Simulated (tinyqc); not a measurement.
Comparisons within one model: BHZ model on a square lattice (one spin block). A value that a table varies takes the place of the one given here.

h(k) = e0 + d.s with s the Pauli matrices in the basis (E, H), k in units of 1/a: dx = (A/a) sin kx, dy = (A/a) sin ky, dz = M - (2B/a^2)(2 - cos kx - cos ky), e0 = -(2D/a^2)(2 - cos kx - cos ky). The other spin block is h*(-k). For small k this is the continuum model with dz = M - B k^2.

Ribbon along x with N rows: cos ky and sin ky become hoppings between rows, block (A/a) sy/(2i) + (B/a^2) sz + D/a^2 from row n to n + 1, and the rows end at hard walls; width (N + 1) a.

Values chosen for the exercise (of the size used for thin Bi2Se3 films; shifted at random, so the results belong to these values and not to a real crystal):
- A = 2.5 eV angstrom
- B = -16.5 eV angstrom^2
- D = -5 eV angstrom^2
- M = -0.1122 eV (mass term)
- a = 10 angstrom (grid spacing)
- k = (-0.3, 0.37) 1/a (wave vector)

## Gap of the edge states against width

penetration = 12.58 angstrom
E at kx = 0 = 34.0000 meV

The two middle levels of the ribbon at kx = 0. The continuum edge state has E = -D M/B and penetration 1/Re(l1), l1 = F - sqrt(F^2 - M/B), F = |A|/(2 sqrt(B^2 - D^2)).

Edge levels:
```
N   width (nm)  lower (meV)  upper (meV)  gap (meV)
6          7.0       29.514       39.199     9.6845
10        11.0       33.672       34.335     0.6629
14        15.0       33.977       34.023     0.0457
20        21.0       34.000       34.000     0.0008
28        29.0       34.000       34.000     0.0000
40        41.0       34.000       34.000     0.0000
56        57.0       34.000       34.000     0.0000
```

The two edges of one spin block overlap and open a gap, 9.68 meV at 7 nm and 0.0000 meV at 57 nm, against a bulk gap 2|M| = 224.4 meV at Gamma and a penetration of 1.3 nm. Here A^2/(4 (B^2 - D^2)) < M/B, so in the continuum model the tails oscillate and the gap can do so too; these few widths fall steadily and may miss dips that lie between them. The mean of the pair in the widest ribbon is 34.000 meV, against 34.000 for the continuum edge.

## Through the transition

M is varied. Direct gap at Gamma 2|M|; smallest direct gap on kx = 0 to 1 in steps of 0.01; nu = 1 for M/B > 0, else 0; middle gap of a ribbon of 40 rows at kx = 0 (block (A/a) sy/(2i) + (B/a^2) sz + D/a^2 between rows, hard walls).

Against M (meV):
```
M    2|M|  smallest direct gap  nu  ribbon gap
-40  80.0                80.00   1       0.161
-25  50.0                50.00   1       1.550
-15  30.0                30.00   1       5.280
-8   16.0                16.00   1      10.559
-3    6.0                 6.00   1      15.877
3     6.0                 6.00   0      23.734
8    16.0                16.00   0      31.221
15   30.0                30.00   0      42.685
30   60.0                60.00   0      69.444
```

With B < 0, negative M is inverted. There edge states cross the bulk gap: the ribbon gap is 1.550 against 50.0 meV at M = -25 meV, and 15.877 against 6.0 at -3 meV, where the edge states overlap across the whole ribbon and confinement rules, while for positive M confinement raises it above 2|M| (42.68 against 30 meV at M = 15 meV). The smallest direct gap stays at Gamma on all rows.

## What each parameter does

Levels at k and dz there. Each row changes one parameter from the base and keeps the others.

Results:
```
case                      lower (meV)  upper (meV)  dz (meV)
base                         -127.603      150.070   -75.129
A = 2.75 eV angstrom         -137.555      160.022   -75.129
B = -18.15 eV angstrom^2     -125.632      148.099   -71.422
D = -4 eV angstrom^2         -129.849      147.823   -75.129
M = -0.1072 eV               -124.962      147.429   -70.129
a = 12 angstrom              -122.355      137.958   -86.456
```

The largest shifts from the base row, up to three for each result and ties (the steps differ in size, so this ranks the rows, not the parameters). lower (meV): A -9.952, a +5.247, M +2.641. upper (meV): a -12.112, A +9.952, M -2.641. dz (meV): a -11.327, M +5.000, B +3.707; unchanged at the printed digits by A and D. D shifts both levels alike and leaves the states, so it cannot change the topology while the gap stays open.

tinyqc: `OMP_NUM_THREADS=1 python tinyqc.py 1450912 1450913 out.jsonl`; about 0.1 s, one thread, shared Intel(R) Xeon(R) Processor @ 2.30GHz.
